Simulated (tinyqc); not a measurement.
Worked calculation: empirical pseudopotential in a few plane waves. Computed by tinyqc, a small Python program that keeps every step. Settings: plane-wave index or count = 15. Command: `OMP_NUM_THREADS=1 python tinyqc.py 29930 29931 out.jsonl` (the two numbers bound the seeds that draw the settings). One thread of a shared host (Intel(R) Xeon(R) Processor @ 2.60GHz), about 0.2 s of CPU time with the checks.

## Bloch Hamiltonian at k

Parameters chosen for this model: fcc lattice, atoms at +/- a/8 (1,1,1); form factors in rydberg at |G|^2 in units of (2 pi/a)^2:
```
parameter                 value      unit
a                      5.830000  angstrom
VS(3)                 -0.257000        Ry
VS(8)                  0.001000        Ry
VS(11)                 0.086000        Ry
VA(3)                         0        Ry
VA(4)                         0        Ry
VA(11)                        0        Ry
hbar^2/2m (2 pi/a)^2   4.425329        eV
```

k point k (2 pi / a): [-0.030000, 0.410000, 0.550000]

Basis: the 15 shortest G (labels in 2 pi/a), the same at every k. H(G,G') = c |k + G|^2 delta + VS(|G-G'|^2) cos((G-G').tau) + i VA sin((G-G').tau), tau = a/8 (1,1,1); 1 Ry = 13.605693 eV.

H(k) at k (eV), order +0+0+0, -1-1-1, -1-1+1, -1+1-1, -1+1+1, +1-1-1, +1-1+1, +1+1-1, +1+1+1, -2+0+0, +0-2+0, +0+0-2, +0+0+2, +0+2+0, +2+0+0:
```
[[2.086543, 2.472514, -2.472514, -2.472514, -2.472514, -2.472514, -2.472514, -2.472514, 2.472514, 0.000000, 0.000000, 0.000000, 0.000000, 0.000000, 0.000000],
 [2.472514, 7.131417, 0.000000, 0.000000, -0.013606, 0.000000, -0.013606, -0.013606, 0.000000, -2.472514, -2.472514, -2.472514, -0.827378, -0.827378, -0.827378],
 [-2.472514, 0.000000, 16.867141, 0.013606, 0.000000, 0.013606, 0.000000, 0.000000, -0.013606, -2.472514, -2.472514, 0.827378, 2.472514, -0.827378, -0.827378],
 [-2.472514, 0.000000, 0.013606, 14.388957, 0.000000, 0.013606, 0.000000, 0.000000, -0.013606, -2.472514, 0.827378, -2.472514, -0.827378, 2.472514, -0.827378],
 [-2.472514, -0.013606, 0.000000, 0.000000, 24.124680, 0.000000, 0.013606, 0.013606, 0.000000, 2.472514, -0.827378, -0.827378, -2.472514, -2.472514, 0.827378],
 [-2.472514, 0.000000, 0.013606, 0.013606, 0.000000, 6.600378, 0.000000, 0.000000, -0.013606, 0.827378, -2.472514, -2.472514, -0.827378, -0.827378, 2.472514],
 [-2.472514, -0.013606, 0.000000, 0.000000, 0.013606, 0.000000, 16.336102, 0.013606, 0.000000, -0.827378, 2.472514, -0.827378, -2.472514, 0.827378, -2.472514],
 [-2.472514, -0.013606, 0.000000, 0.000000, 0.013606, 0.000000, 0.013606, 13.857917, 0.000000, -0.827378, -0.827378, 2.472514, 0.827378, -2.472514, -2.472514],
 [2.472514, 0.000000, -0.013606, -0.013606, 0.000000, -0.013606, 0.000000, 0.000000, 23.593641, -0.827378, -0.827378, -0.827378, -2.472514, -2.472514, -2.472514],
 [0.000000, -2.472514, -2.472514, -2.472514, 2.472514, 0.827378, -0.827378, -0.827378, -0.827378, 20.318898, 0.013606, 0.013606, -0.013606, -0.013606, 0.000000],
 [0.000000, -2.472514, -2.472514, 0.827378, -0.827378, -2.472514, 2.472514, -0.827378, -0.827378, 0.013606, 12.530319, 0.013606, -0.013606, 0.000000, -0.013606],
 [0.000000, -2.472514, 0.827378, -2.472514, -0.827378, -2.472514, -0.827378, 2.472514, -0.827378, 0.013606, 0.013606, 10.052135, 0.000000, -0.013606, -0.013606],
 [0.000000, -0.827378, 2.472514, -0.827378, -2.472514, -0.827378, -2.472514, 0.827378, -2.472514, -0.013606, -0.013606, 0.000000, 29.523582, 0.013606, 0.013606],
 [0.000000, -0.827378, -0.827378, 2.472514, -2.472514, -0.827378, 0.827378, -2.472514, -2.472514, -0.013606, 0.000000, -0.013606, 0.013606, 27.045397, 0.013606],
 [0.000000, -0.827378, -0.827378, -0.827378, 0.827378, 2.472514, -2.472514, -2.472514, -2.472514, 0.000000, -0.013606, -0.013606, 0.013606, 0.013606, 19.256819]]
```

## Levels at k

Diagonalise the Hermitian matrix.

eigenvalues (eV): [-1.360463, 3.172916, 6.683945, 7.727544, 12.763072, 13.704872, 14.750254, 15.692778, 17.456164, 20.697975, 21.776915, 22.084318, 26.648022, 29.540669, 32.374944]

## Bands along a path

The same steps at evenly spaced points between the labelled ones.

Bands along the path (eV), lowest eight:
```
k            band 1    band 2    band 3    band 4     band 5     band 6     band 7     band 8
L         -0.880649  2.263344  8.026819  8.026819  10.624257  14.555109  14.555109  17.329064
L-G 0.20  -1.413058  2.915357  7.973640  7.973640  10.650280  14.379767  14.379767  17.310645
L-G 0.40  -2.048895  4.103548  8.060439  8.060439  10.841555  14.230151  14.230151  15.676877
L-G 0.60  -2.563872  5.576085  8.241418  8.241418  11.023383  13.895810  13.895810  13.993072
L-G 0.80  -2.887834  7.201359  8.433161  8.433161  10.512276  13.219542  13.460474  13.460474
G         -2.997732  8.518861  8.518861  8.518861   9.420414  13.262381  13.262381  13.262381
G-X 0.20  -2.850829  7.055596  8.288853  8.288853  10.905588  12.761054  13.729795  13.729795
G-X 0.40  -2.412516  5.330691  7.819607  7.819607  11.998958  12.373181  14.907494  14.907494
G-X 0.60  -1.690155  3.724511  7.406079  7.406079  11.485562  12.419031  16.495103  16.495103
G-X 0.80  -0.696471  2.268122  7.195426  7.195426  11.343380  11.694477  18.351240  18.351240
X          0.550283  0.989047  7.252560  7.252560  11.151714  11.622393  20.435659  20.435659
```

With 4 band(s) filled, the highest filled level on these points lies at G and the lowest empty one at G: a gap of 0.9016 eV, direct. This holds for the small fixed basis; with all plane waves up to |k + G|^2 = 21 (2 pi/a)^2 the gap along the path is 2.07 eV.

## Convergence with the number of plane waves

Levels at G counted from the fourth one.

Levels (eV):
```
plane waves     level 1   level 5   level 8
9            -16.260113         0  0.054423
15           -11.516593  0.901554  4.743520
27           -10.697007  1.735669  4.524546
51           -10.605256  2.069287  4.851048
59           -10.684711  2.098457  4.645348
65           -10.716117  2.098457  4.602861
89           -10.678629  2.088698  4.629946
```
